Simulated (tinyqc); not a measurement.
# MOSFET in saturation, small-signal circuit and noise: two studies

Bias by the inversion coefficient IC = I/Ispec (charge-based model with velocity saturation; weak inversion below 0.1, strong above 10). Common-source circuit: gm, gds, Cgs, Cgd and Cj at the inner nodes, Rg in series with the gate; quasi-static, no source or drain resistance, no gate-body capacitance, no substrate network, no induced gate noise, so fmax is an upper estimate.

Inputs (values chosen for the exercise):
- T = 325 K (temperature)
- L = 130 nm (gate length)
- W = 40 um (total gate width)
- Cox = 0.67 uF/cm^2 (gate capacitance)
- mu = 370 cm^2/(V s) (mobility)
- n = 1.23 (slope factor)
- Ls = 25 nm (velocity-saturation length)
- sg = 0.031 (ratio gds/gm)
- Cov = 0.29 fF/um (overlap and fringe capacitance per side)
- Cj = 0.6 fF/um (drain junction capacitance)
- Rsh = 15 ohm (sheet resistance of the gate)
- Wf = 0.5 um (finger width)
- Rc = 100 ohm um (gate contact and vertical resistance)
- IC = 4.5 (inversion coefficient)
- gw = 0.14 (short-channel excess of the noise factor)
- Nt = 7.2e17 cm^-3 eV^-1 (oxide trap density)
- lt = 0.1 nm (tunnelling length into the oxide)
- ac = 0 V s/C (Coulomb scattering coefficient)

Constants: q = 1.602176634e-19 C, kB = 1.380649e-23 J/K, Vt = kB T/q. Results are converted to the units shown.

Each table varies one quantity; the others keep the values above.

## Effect of the inversion coefficient on speed and noise

Ispec = 2 n mu Cox (W/L) Vt^2, lc = Ls/L, gms = [sqrt((lc IC + 1)^2 + 4 IC) - 1]/[2 + lc (lc IC + 1)], gm = gms Ispec/(n Vt), gds = sg gm. qs = [sqrt(1 + 4 IC) - 1]/2, Cgs = Cox W L qs (2 qs + 3)/(3 (qs + 1)^2) + Cov W, Cgd = Cov W, Cd = Cj W, Rg = Rsh (Wf/L)/(12 Nf) + Rc/W with Nf = W/Wf fingers (not rounded) contacted at both ends. fT = gm/(2 pi (Cgs + Cgd)), fmax = fT/(2 sqrt(Rg (gds + 2 pi fT Cgd))). Channel noise Sid = 4 kB T gam n gm with gam = (1/2 + (2/3) qs)/(1 + qs) + gw lc IC, qs = [sqrt(1 + 4 IC) - 1]/2, lc = Ls/L (the last term an empirical rise with velocity saturation); at the gate, white noise Sw = Sid/gm^2 + 4 kB T Rg. Number fluctuation with correlated mobility: S(f) = K/f, K = q^2 Vt lt Nt/(W L Cox^2) (1 + ac mu Cox I/gm)^2, Vt in eV with Nt per eV. Corner fc = K/Sw. IC is held fixed.

The same in every row: Rg (ohm) = 2.560.

Result of one run:
```
IC,I (uA),fT (GHz),fmax (GHz),sqrt(Sw) (nV/Hz^0.5),fc (MHz)
3,441.5,21.14,160.1,1.706,76.23
```

What becomes of these results when the inversion coefficient IC is changed from 3 to 30, all else the same?

Result of the changed run:
```
IC,I (uA),fT (GHz),fmax (GHz),sqrt(Sw) (nV/Hz^0.5),fc (MHz)
30,4415,55.38,257.6,1.457,104.4
```

The whole series:
```
IC,I (uA),fT (GHz),fmax (GHz),sqrt(Sw) (nV/Hz^0.5),fc (MHz)
0.03,4.415,0.8175,32.07,9.482,2.466
0.1,14.72,2.372,54.51,5.425,7.534
0.3,44.15,5.461,82.35,3.438,18.76
1,147.2,11.64,119.4,2.273,42.92
3,441.5,21.14,160.1,1.706,76.23
10,1472,37.32,211.9,1.422,109.6
30,4415,55.38,257.6,1.457,104.4
```

As IC goes from 0.03 to 30, fT rises from 0.817 to 55.4 GHz, fmax rises from 32.1 to 258 GHz, the white noise goes from 9.48 through a minimum of 1.42 (at IC = 10 among the rows listed) to 1.46 nV/Hz^0.5 and the corner goes from 2.47 through a maximum of 110 (at IC = 10 among the rows listed) to 104 MHz. In every row fmax exceeds 4 fT, where channel resistance and substrate losses, left out here, would cap it.

## Gains against frequency

Inner admittances at w = 2 pi f: y11 = i w (Cgs + Cgd), y12 = -i w Cgd, y21 = gm - i w Cgd, y22 = gds + i w (Cgd + Cd). Invert to Z, add Rg to Z11 and invert back to Y. |h21| = |Y21/Y11|; U = |Y21 - Y12|^2/(4 [Re Y11 Re Y22 - Re Y12 Re Y21]). MSG = |Y21/Y12|; stability factor k = [2 Re Y11 Re Y22 - Re(Y12 Y21)]/|Y12 Y21|.

The same in every row: f sqrt(U) (GHz) = 176.92.

Gains against frequency:
```
f (GHz),|h21| (dB),U (dB),MSG (dB),k
0.26,39.962,56.656,25.409,0.0032536
0.48,34.637,51.331,22.746,0.0060065
0.91,29.082,45.775,19.968,0.011387
1.7,23.654,40.346,17.255,0.021270
3.2,18.164,34.852,14.509,0.040019
5.9,12.863,29.538,11.859,0.073674
11,7.4980,24.128,9.1763,0.13664
21,2.0461,18.511,6.4503,0.25596
```

What does the table show?

Over the table |h21| falls by 19.9 dB a decade, U by 20.0 and MSG by 9.94. The product f sqrt(U) stays at 177 GHz, against fmax = 177 GHz from the formula. k stays below one in all rows, so the device is only conditionally stable. In every row fmax exceeds 4 fT, where channel resistance and substrate losses, left out here, would cap it.

tinyqc, about 0.01 s, one thread, Intel Xeon 2.30GHz (shared host): `OMP_NUM_THREADS=1 python tinyqc.py 2150015 2150016 out.jsonl`
